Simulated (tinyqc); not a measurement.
Comparisons within one model: dielectric confinement in a thin film (image charges). A value that a table varies takes the place of the one given here.

A film |z| < t/2 of dielectric constant eps between half-spaces of dielectric constant e2; lam = (eps - e2)/(eps + e2), q = e^2/(4 pi eps0). The self-energy of a band edge is taken with the high-frequency value, e2 = eh, and the field of a fixed ion with the static one, e2 = eo. A charge at z has images lam^|n| at n t + (-1)^n z. Its self-energy is S(z) = (q/2 eps) sum over n >= 1 of lam^n [1/(n t - 2z) + 1/(n t + 2z)] for odd n and 2 lam^n/(n t) for even n; at the centre S(0) = -(q/(eps t)) ln(1 - lam).

Donor at the centre, lam from the static eo, trial function cos(pi z/t) exp(-rho/l): E(l) = c/(m l^2) - (q/eps) times the integral over k of F(k t) (1 + (k l/2)^2)^(-3/2), with F(x) = F0 + 2 lam exp(-x) G/(1 - lam exp(-x)), F0 = 2[(1 - exp(-x/2))/x + x (1 + exp(-x/2))/(x^2 + 4 pi^2)], G = 2 sinh(x/2)[1/x - x/(x^2 + 4 pi^2)]; c = hbar^2/2m0. The binding energy is -E at the minimum, counted from the subband edge with its self-energy.

Constants: e^2/(4 pi eps0) = 14.39964547 eV angstrom; hbar^2/2m0 = 3.80998211 eV angstrom^2; Ry = 13.60569312 eV.

Inputs chosen for the exercise (near those of a Si (100) film, two-fold valleys, between layers of HfO2; shifted at random, so the results belong to these values and not to a real crystal):
```
symbol  value                          unit      meaning
eps     11.5                                     dielectric constant of the film
eh      4.1                                      high-frequency dielectric constant outside
eo      22.7                                     static dielectric constant outside
m       0.195                          m0        mass in the plane
mz      0.896                          m0        mass across the film
ts      (12, 18, 26, 38, 55, 80, 120)  angstrom  thicknesses
t       62                             angstrom  film thickness
```

## Thinning the film

<S> is the mean over (2/t) cos^2(pi z/t); confinement c (pi/t)^2/mz; donor binding with and without images.

Results:
```
t (angstrom)  <S> (meV)  confinement (meV)  binding, no images (meV)  binding (meV)  l (angstrom)
12                 78.0              291.4                      60.0           28.2          25.0
18                 52.0              129.5                      54.5           29.1          25.4
26                 36.0               62.1                      49.1           29.1          26.5
38                 24.6               29.1                      43.3           28.1          28.3
55                 17.0               13.9                      37.6           26.3          30.9
80                 11.7                6.6                      32.0           23.8          34.4
120                 7.8                2.9                      26.4           20.7          39.2
```

Between 120 and 12 angstrom the binding goes from 20.7 to 28.2 meV; quantum confinement alone would take it from 26.4 to 60.0, so the images supply -5.7 and -31.7 meV. |<S>| goes as 1/t and exceeds the confinement energy beyond 45 angstrom. For t well above a* = 31 angstrom the separable trial function underbinds, which affects the last rows.

## Choice of the surrounding dielectric

The same film between different dielectrics; in this table one value e2 serves for both eo and eh.

Results:
```
case         lam  <S> (meV)  binding (meV)  l (angstrom)
e2 = 1     0.840       40.8          106.3          27.9
e2 = 2.5   0.643       23.7           74.8          28.6
e2 = 3.9   0.494       15.9           61.3          29.0
e2 = 7.5   0.211        5.7           44.5          30.0
e2 = 16   -0.164       -3.8           30.3          31.3
e2 = 25   -0.370       -8.0           24.5          32.1
e2 = 80   -0.749      -14.6           16.0          33.7
```

The binding spans a factor 6.6, from 106 meV in vacuum to 16.0 meV for e2 = 80; going from 3.9 to 25 changes it by -36.8 meV and the band edge by -23.9 meV, so the binding responds 1.54 times as much as the edge (for an orbit much smaller than t the binding would change by twice the change of S(0), -40.2 meV; here l/t = 0.47 for e2 = 3.9).

## What each parameter does

<S> is the mean over (2/t) cos^2(pi z/t). Each row changes one parameter from the base and keeps the others.

Results:
```
case             lam from eh  <S> (meV)  binding (meV)  l (angstrom)
base                   0.474       15.1           25.6          31.9
t = 56 angstrom        0.474       16.7           26.2          31.0
eps = 10.3             0.431       14.8           29.5          29.6
eo = 31.8              0.474       15.1           22.0          32.5
eh = 5.3               0.369       10.9           25.6          31.9
m = 0.234 m0           0.474       15.1           29.2          28.0
```

The largest shifts from the base row, up to three for each result and ties (the steps differ in size, so this ranks the rows, not the parameters). lam from eh: eh -0.105, eps -0.044; unchanged at the printed digits by t, eo and m. <S> (meV): eh -4.2, t +1.6, eps -0.3; unchanged at the printed digits by eo and m. binding (meV): eps +4.0, m +3.6, eo -3.6; unchanged at the printed digits by eh. l (angstrom): m -3.9, eps -2.3, t -0.9; unchanged at the printed digits by eh.

Program tinyqc; command `OMP_NUM_THREADS=1 python tinyqc.py 1281015 1281016 out.jsonl`; about 0.04 s on one thread of a shared Intel(R) Xeon(R) Processor @ 2.30GHz.
